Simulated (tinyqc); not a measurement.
## Inductance and parasitic capacitance from two readings

Inverse problem. A loss-free coil L in parallel with C shows the apparent inductance L/(1 - w^2 L C), w = 2 pi f. Find L, C and the self-resonance 1/(2 pi sqrt(L C)).

apparent inductance at 6.1 and 11 GHz (nH): 0.91050250  1.7573730

Solution. The inverse of the reading is 1/L - w^2 C, a straight line in w^2.

L = 0.750 nH
C = 160 fF
self-resonance = 14.5 GHz

Program tinyqc, `OMP_NUM_THREADS=1 python tinyqc.py 2302001 2302002 out.jsonl`; Intel Xeon 2.30GHz, shared host, one thread, about 0.01 s.
